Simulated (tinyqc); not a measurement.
# Off-state leakage of single and stacked transistors, step by step

Numbers from tinyqc (`OMP_NUM_THREADS=1 python tinyqc.py 2242036 2242037 out.jsonl`; about 0.03 s on one thread of a shared Intel Xeon 2.30GHz). Printed values are rounded.

n-channel devices of unit width. Subthreshold current I(Vg, Vs, Vd) = I0 (T/300 K)^0.5 exp[(Vg - Vs - VT(T) - gb (Vs - Vb) + dd (Vd - Vs))/(nf Vt)] (1 - exp(-(Vd - Vs)/Vt)), VT(T) = VT - cT (T - 300 K). Gate-edge tunnelling Ig (Vd/1 V) exp(ag (Vd - 1 V)), for a gate at 0 V, and band-to-band leakage Ab u exp(-Bb/u), u = Vd - Vb + 1 V, flow at a drain held at V; both are taken as independent of T. In a stack of off transistors (all gates at 0 V) the same subthreshold current passes through each.

Parameters, values chosen for the exercise; values of the order met in bulk silicon logic transistors: temperature T = 358 K; supply voltage V = 0.9 V; threshold at 300 K, zero drain and body bias VT = 0.4 V; fall of the threshold with temperature cT = 0.6 mV/K; current at threshold at 300 K I0 = 0.21 uA/um; slope factor nf = 1.54; drain-induced lowering per volt dd = 0.17; rise of the threshold per volt of source-body bias gb = 0.21; gate-edge tunnelling current at 1 V Ig = 5e-5 uA/um; exponential slope of the gate current ag = 3.7 1/V; prefactor of band-to-band leakage at the drain Ab = 4 uA/(um V); its exponential voltage Bb = 29 V; body voltage Vb = -0.3 V.

Constants: q = 1.602176634e-19 C, kB = 1.380649e-23 J/K, Vt = kB T/q. Results are converted to the units shown.

## Leakage of one transistor

Vg = Vs = 0, Vd = V; effective threshold VT(T) - gb Vb - dd V.

effective threshold = 0.2752 V
parts (nA/um): subthreshold 0.6997068, gate edge 0.03108304, band-to-band 0.01658409
total = 0.7473739 nA/um
shares (%): subthreshold 93.62205, gate edge 4.158968, band-to-band 2.218982

The subthreshold part is the largest.

## Starting value

Vx = dd V/(1 + gb + 2 dd), the solution for Vx well above Vt, rounded to three decimals.

Vx at the start = 0.099 V

## Iteration 1: new Vx

Stack of two, Vx the node between them: I_low = I(0, 0, Vx), I_up = I(0, Vx, V), f = ln(I_up/I_low), f' = -(1 + gb + 2 dd)/(nf Vt) - 1/(Vt (exp(Vx/Vt) - 1)) - 1/(Vt (exp((V - Vx)/Vt) - 1)), Vx(new) = Vx - f/f'.

I_low = 0.03821545 nA/um
I_up = 0.03944868 nA/um
f = 0.03176076
f' = -33.98983 1/V
Vx after iteration 1 = 0.09993442 V

## Iteration 2: new Vx

As before.

I_low = 0.03839160 nA/um
I_up = 0.03839236 nA/um
f = 1.990383e-5
f' = -33.94746 1/V
Vx after iteration 2 = 0.09993501 V

## Course of the iteration

Stop when the step is below 1e-11 V, or after 40 iterations.

Course of the iteration:

| iteration | Vx before the step (V) | step (V) |
|---|---|---|
| 1 | 0.099 | 9.34e-4 |
| 2 | 0.09993442 | 5.86e-7 |
| 3 | 0.09993501 | 2.26e-13 |

Converged in 3 iterations. The subthreshold current of the stack is 0.03839 nA/um, 18.2 times less than that of one transistor (the drain leakage is unchanged); the estimate exp[dd V (1 + gb + dd)/((1 + gb + 2 dd) nf Vt)] gives 17.6.
